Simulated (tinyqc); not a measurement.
MOSFET in the linear regime without short-channel effects, parameter extraction from computed curves: two steps of the calculation.

Inversion charge Q = Cox n Vt W0(exp((Vg - VT)/(n Vt))), W0 the Lambert function and n = nf; u = Q/Cox; mobility mu = mu0/(1 + th1 u + th2 u^2); channel resistance Rch = (L - dL)/(W mu Q); Id = Vd/(Rch + Rsd/W). Cox = eps0 eox/tox. Small Vd, no channel-length or drain effects.

Values chosen for this exercise; channel values of the order met in silicon transistors:
```
symbol  value        unit                                                               meaning
eox      21.9              relative permittivity of the gate insulator (close to hafnium oxide)
tox        20          nm                                                   insulator thickness
mu0       180  cm^2/(V s)                                                    low-field mobility
th2         0       1/V^2                                    second mobility attenuation factor
VT       0.41           V                                                     threshold voltage
W           1          um                                                            gate width
L        0.21          um                                                     drawn gate length
dL       0.01          um                                           drawn less effective length
Vd       0.02           V                                                         drain voltage
```

Constants: eps0 = 8.8541878128e-14 F/cm where lengths are in cm. Results are converted to the units shown.

Problem 1. Threshold and mobility at the peak transconductance. gm_i = (Id_(i+1) - Id_(i-1))/(Vg_(i+1) - Vg_(i-1)); at the point j of largest gm the tangent meets the axis at V_ext = Vg_j - Id_j/gm_j; field-effect mobility gm_j L/(W Cox Vd) with the drawn L.

```
point,Vg (V),Id (uA)
0,0.11,2.6001059e-5
1,0.26,0.0036788215
2,0.41,0.29778929
3,0.56,1.8686391
4,0.71,3.8632782
5,0.86,5.8490647
6,1.01,7.7431352
7,1.16,9.5273897
8,1.31,11.201192
9,1.46,12.769638
```

Find: gm; j; V_ext; field-effect mobility.

Solution 1.

```
point,gm (uS)
1,0.99254
2,6.2165
3,11.885
4,13.268
5,12.933
6,12.261
7,11.527
8,10.807
```

j = 4
V_ext = 0.41883 V
field-effect mobility = 143.69 cm^2/(V s)

V_ext is 8.8 mV above the model VT, and the mobility so found is 24 % below mu0 L/(L - dL) = 189 cm^2/(V s), the value for the drawn L; attenuation, series resistance and the slow approach of Q to a straight line all lower the peak gm.

Problem 2. The Y function. Y_i = Id_i/sqrt(gm_i). For Id = beta Vd x/(1 + th x), x = Vg - VT, Y = sqrt(beta Vd) x whatever th. Slope s from points 5 and 8; VT_Y = Vg - Y/s at point 8; beta = s^2/Vd; mobility beta L/(W Cox) with the drawn L; th* = (beta Vd x/Id - 1)/x at point 8.

```
point,Vg (V),Id (uA)
0,0.11,2.6001059e-5
1,0.26,0.0036788215
2,0.41,0.29778929
3,0.56,1.8686391
4,0.71,3.8632782
5,0.86,5.8490647
6,1.01,7.7431352
7,1.16,9.5273897
8,1.31,11.201192
9,1.46,12.769638
```

```
point,gm (uS)
1,0.99254430
2,6.2165343
3,11.884963
4,13.268085
5,12.932857
6,12.261083
7,11.526855
8,10.807495
```

Wanted: Y; s; VT_Y; beta; mobility from Y; th*.

Solution 2.

```
point,Y (uA^0.5 V^0.5)
1,0.0036926
2,0.11944
3,0.54203
4,1.0606
5,1.6264
6,2.2113
7,2.8062
8,3.4072
```

s = 3.9573 uA^0.5 V^-0.5
VT_Y = 0.44900 V
beta = 783.01 uA/V^2
mobility from Y = 169.60 cm^2/(V s)
th* = 0.23665 1/V

The mobility from Y is 10 % below mu0 L/(L - dL) = 189 cm^2/(V s), which it should reach in deep inversion when th2 = 0.

Program tinyqc, `OMP_NUM_THREADS=1 python tinyqc.py 2210113 2210114 out.jsonl`; Intel Xeon 2.30GHz, shared host, one thread, about 0.01 s.
